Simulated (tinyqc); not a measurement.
Worked calculation: tight binding, dimerised chain. One step of it, computed by the program tinyqc.

Problem. Bloch Hamiltonian at k. H_AA = +delta, H_BB = -delta, H_AB = -t1 - t2 exp(-i k a).

Parameters chosen for this model:
```
parameter,value,unit
t1,1.830000,"eV, inside the cell"
t2,1.940000,"eV, between cells"
delta,0,"eV, +/- on the two sites"
```

k point k (2 pi / a): 0.380000

Give: H(k) at k.

Solution.

H(k) at k (eV):
```
,A,B
A,0.0000,-0.4158+1.3280i
B,-0.4158-1.3280i,0.0000
```
